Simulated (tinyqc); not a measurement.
Speciation in dilute and buffered hydrofluoric acid, oxide etch rate and bath loading: one step, computed by the program tinyqc.

Concentrations stand for activities, NH4+ and Cl- are spectators, and water ionisation is neglected. H, F and HF2 denote the ions H+, F- and HF2-. The base temperature is 298 K.

Problem. Etch rate. Rate = k_a ([HF] + 2 [H2F2]) + k_b [HF2], an empirical two-term form. Time = oxide/rate; a temperature error changes the rate by exp((E_a/k_B)(1/298 - 1/(298 + error))) - 1.

Inputs (values chosen for the exercise, of the order of those for thermal oxide at room temperature): NH4F added = 0.72 mol/L; HCl added = 0 mol/L; rate constant of neutral HF k_a = 9.3 nm L/(min mol); rate constant of HF2 k_b = 61 nm L/(min mol); activation energy = 0.34 eV; temperature error = 1.7 K; oxide removed per wafer = 85 nm.

[HF] = 0.2711398 mol/L

[H2F2] = 0.1823216 mol/L

[HF2] = 0.3637229 mol/L

Constants: k_B = 8.617333262e-05 eV/K.

Give: etch rate; share of HF2 in the rate; etch time; rate change from the temperature error.

Solution.

etch rate = 28.100 nm/min

share of HF2 in the rate = 78.958 %

etch time = 181.50 s

rate change from the temperature error = 7.7994 %

Caution: at ionic strengths above about 0.5 mol/L activities differ much from concentrations, so pH and rates are only indicative.
